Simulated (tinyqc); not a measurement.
Inside a calculation. Method: Hubbard chain of 3 sites. One step of it, computed by the program tinyqc.

Question. The many-body Hamiltonian. Basis: all placements (u, d, 2, 0 on each site), up operators ordered before down ones; hops carry the sign of the same-spin electrons passed.

one-body matrix (hopping and site energies) (eV), order 1, 2, 3:
$$\begin{pmatrix}
0.000000 & -0.990000 & 0.000000 \\
-0.990000 & 0.000000 & -0.990000 \\
0.000000 & -0.990000 & 0.000000
\end{pmatrix}$$

U = 4.500000 eV

electrons, up and down: [2, 1]

Give: H.

Answer.

H (eV):
```
         2u0      u20      uud      20u      udu      u02      duu      02u
2u0   4.5000  -0.9900   0.0000  -0.9900   0.0000   0.0000   0.0000   0.0000
u20  -0.9900   4.5000  -0.9900   0.0000  -0.9900   0.0000   0.0000   0.0000
uud   0.0000  -0.9900   0.0000   0.0000   0.0000  -0.9900   0.0000   0.0000
20u  -0.9900   0.0000   0.0000   4.5000  -0.9900   0.0000  -0.9900   0.0000
udu   0.0000  -0.9900   0.0000  -0.9900   0.0000  -0.9900   0.0000  -0.9900
u02   0.0000   0.0000  -0.9900   0.0000  -0.9900   4.5000   0.0000   0.0000
duu   0.0000   0.0000   0.0000  -0.9900   0.0000   0.0000   0.0000  -0.9900
02u   0.0000   0.0000   0.0000   0.0000  -0.9900   0.0000  -0.9900   4.5000
0u2   0.0000   0.0000   0.0000   0.0000   0.0000  -0.9900   0.0000  -0.9900

         0u2
2u0   0.0000
u20   0.0000
uud   0.0000
20u   0.0000
udu   0.0000
u02  -0.9900
duu   0.0000
02u  -0.9900
0u2   4.5000
```
